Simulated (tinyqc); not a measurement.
Comparisons within one model: six-band Luttinger-Kohn model with strain. A value that a table varies takes the place of the one given here.

Six-band Luttinger-Kohn model in the basis |3/2,3/2>, |3/2,1/2>, |3/2,-1/2>, |3/2,-3/2>, |1/2,1/2>, |1/2,-1/2>, electron energies, zero at the top of the unstrained valence band. H = -[rows: (P+Q, -S, R, 0, -S/r2, r2 R); (-S*, P-Q, 0, R, -r2 Q, r32 S); (R*, 0, P-Q, S, r32 S*, r2 Q); (0, R*, S*, P+Q, -r2 R*, -S*/r2); (-S*/r2, -r2 Q, r32 S, -r2 R, P+Dso, 0); (r2 R*, r32 S*, r2 Q, -S/r2, 0, P+Dso)], r2 = sqrt(2), r32 = sqrt(3/2). Levels are twofold.

P = c g1 k^2 - av tr(e); Q = c g2 (kx^2 + ky^2 - 2 kz^2) - (b/2)(exx + eyy - 2 ezz); R = c sqrt3 [-g2 (kx^2 - ky^2) + 2i g3 kx ky] + (sqrt3/2) b (exx - eyy) - i d exy; S = 2 c sqrt3 g3 (kx - i ky) kz - d (exz - i eyz); c = hbar^2/2m0, e the strain tensor (not engineering shear).

s11 = (C11 + C12)/((C11 - C12)(C11 + 2 C12)), s12 = -C12/((C11 - C12)(C11 + 2 C12)), s44 = 1/C44; exx = s11 sxx + s12 (syy + szz) and cyclic, exy = s44 sxy/2; tension is positive. A uniaxial stress X along the unit vector n is s_ij = X n_i n_j.

Constants: hbar^2/2m0 = 3.80998211 eV angstrom^2.

Inputs chosen for the exercise (near those of GaSb; shifted at random, so the results belong to these values and not to a real crystal): Dso = 0.763 eV (spin-orbit splitting); g1 = 13.39 (Luttinger gamma1); g2 = 4.69 (gamma2); g3 = 6.01 (gamma3); av = 0.79 eV (valence hydrostatic potential); b = -1.99 eV (tetragonal shear potential); d = -4.73 eV (trigonal shear potential); C11 = 88.6 GPa; C12 = 40.2 GPa; C44 = 43.6 GPa; load = uniaxial [111] (kind of stress); X1 = 1.8 GPa (size of the stress); E_h = 40 meV (hole energy below the top); X = 1.86 GPa (stress).

## Sweep of a uniaxial [111] stress

Edges at k = 0 and curvature masses of the top pair along [100] and [001] (step 0.0002 1/angstrom); at zero stress the top is fourfold and has no single curvature.

Edges and masses:

| X (GPa) | top (eV) | second (eV) | third (eV) | splitting (meV) | m [100] | m [001] |
|---|---|---|---|---|---|---|
| -3.00 | 0.1001 | -0.1080 | -0.7972 | 208.0 | 0.075 | 0.075 |
| -2.00 | 0.0627 | -0.0720 | -0.7817 | 134.7 | 0.075 | 0.075 |
| -1.00 | 0.0291 | -0.0360 | -0.7701 | 65.1 | 0.075 | 0.075 |
| 0.00 | 0.0000 | 0.0000 | -0.7630 | 0.0 | - | - |
| 1.00 | 0.0360 | -0.0240 | -0.7610 | 60.0 | 0.075 | 0.075 |
| 2.00 | 0.0720 | -0.0423 | -0.7647 | 114.2 | 0.075 | 0.075 |
| 3.00 | 0.1080 | -0.0545 | -0.7744 | 162.5 | 0.075 | 0.075 |

How do the results move?

The splitting reaches 208.0 meV under compression and 162.5 meV under the same tension; linear shear terms alone would make the two equal, and the difference comes from the coupling to the split-off band. At the ends of the sweep the top pair has a mass along [100] of 0.075 under compression and 0.075 under tension, nearly the same; along [001] it has 0.075 and 0.075. The top edge itself moves by +100 and +108 meV. The ends of the sweep mean strains up to 2.9 %, beyond the range of linear deformation potentials.

## Which stress helps holes along [110]

Each load has size X1 (biaxial: sxx = syy); masses are curvatures of the top pair at k = 0.

Results:

| load | splitting (meV) | top edge (meV) | m [110] | m [001] |
|---|---|---|---|---|
| uniaxial [110], compression | 130.9 | 61.6 | 0.036 | 0.148 |
| uniaxial [110], tension | 112.7 | 70.0 | 0.424 | 0.051 |
| uniaxial [100], compression | 160.9 | 78.5 | 0.061 | 0.140 |
| uniaxial [100], tension | 132.5 | 82.4 | 0.091 | 0.055 |
| uniaxial [111], compression | 120.4 | 55.6 | 0.048 | 0.075 |
| uniaxial [111], tension | 103.9 | 64.8 | 0.136 | 0.075 |
| biaxial (001), compression | 132.5 | 57.2 | 0.055 | 0.249 |
| biaxial (001), tension | 160.9 | 103.7 | 0.140 | 0.039 |

What does this show, and why?

The lightest mass along [110] (0.036) comes with uniaxial [110], compression. The largest splitting (160.9 meV) comes with uniaxial [100], compression; biaxial (001), tension. The heaviest mass along [001] (0.249), which lowers the confinement energy in a (001) channel, comes with biaxial (001), compression. The splitting per GPa follows b (s11 - s12) for loads along cube axes and d s44 for [111]: here 2 |b| (s11 - s12) = 82.2 and |d| s44/sqrt3 = 62.6 meV per GPa in the limit of large Dso; where the splitting nears Dso, mixing with the split-off band makes it depend on the sign of the load.

## Warping of the constant-energy contours (six-band Luttinger-Kohn model)

No strain (e = 0). In the plane kz = 0, |k| where the top and second pairs lie E_h below the top, against the angle from [100]; m = c k^2/E_h.

Contours:

| angle (degrees) | k top (1/angstrom) | k second (1/angstrom) | m top (m0) | m second (m0) |
|---|---|---|---|---|
| 0 | 0.0512 | 0.0217 | 0.249 | 0.045 |
| 9 | 0.0526 | 0.0216 | 0.263 | 0.044 |
| 18 | 0.0569 | 0.0213 | 0.308 | 0.043 |
| 27 | 0.0638 | 0.0211 | 0.388 | 0.042 |
| 36 | 0.0720 | 0.0209 | 0.494 | 0.042 |
| 45 | 0.0763 | 0.0208 | 0.554 | 0.041 |

What can be read from the table?

The heavy contour reaches 1.491 times as far along [110] as along [100], the light one 0.960 times. The warping follows g3 - g2 = 1.32 and would vanish for g2 = g3. Along [100] the heavy mass is 1/(g1 - 2 g2) = 0.249 at any energy, while the light one is 0.0447, against 1/(g1 + 2 g2) = 0.0439 at the edge, for E_h/Dso = 0.05.

## What each parameter does

Edges at k = 0 under a uniaxial [111] stress X and the curvature mass of the top pair along [100] (step 0.0002 1/angstrom). Each row changes one parameter from the base and keeps the others.

Results:

| case | top (eV) | second (eV) | third (eV) | mass (m0) |
|---|---|---|---|---|
| base | 0.0669 | -0.0401 | -0.7638 | 0.075 |
| av = 0.948 eV | 0.0687 | -0.0383 | -0.7621 | 0.075 |
| d = -3.784 eV | 0.0553 | -0.0319 | -0.7603 | 0.075 |
| C12 = 32.16 GPa | 0.0679 | -0.0391 | -0.7629 | 0.075 |
| C11 = 106.32 GPa | 0.0661 | -0.0409 | -0.7646 | 0.075 |
| X = 2.232 GPa | 0.0803 | -0.0456 | -0.7664 | 0.075 |
| g3 = 7.212 | 0.0669 | -0.0401 | -0.7638 | 0.075 |
| g2 = 5.628 | 0.0669 | -0.0401 | -0.7638 | 0.075 |

What can be read from the table?

The largest shifts from the base row, up to three for each result and ties (the steps differ in size, so this ranks the rows, not the parameters). top (eV): X +0.0134, d -0.0117, av +0.0017; unchanged at the printed digits by g3 and g2. second (eV): d +0.0082, X -0.0056, av +0.0017; unchanged at the printed digits by g3 and g2. third (eV): d +0.0035, X -0.0026, av +0.0017; unchanged at the printed digits by g3 and g2. mass (m0): unchanged at the printed digits by av, d, C12, C11, X, g3 and g2. The Luttinger parameters multiply k^2 and cannot move the edges; av shifts all edges alike and leaves the mass.

Run: tinyqc, `OMP_NUM_THREADS=1 python tinyqc.py 1080436 1080437 out.jsonl`; Intel(R) Xeon(R) Processor @ 2.30GHz, one thread, shared host; about 0.07 s of CPU time with all checks.
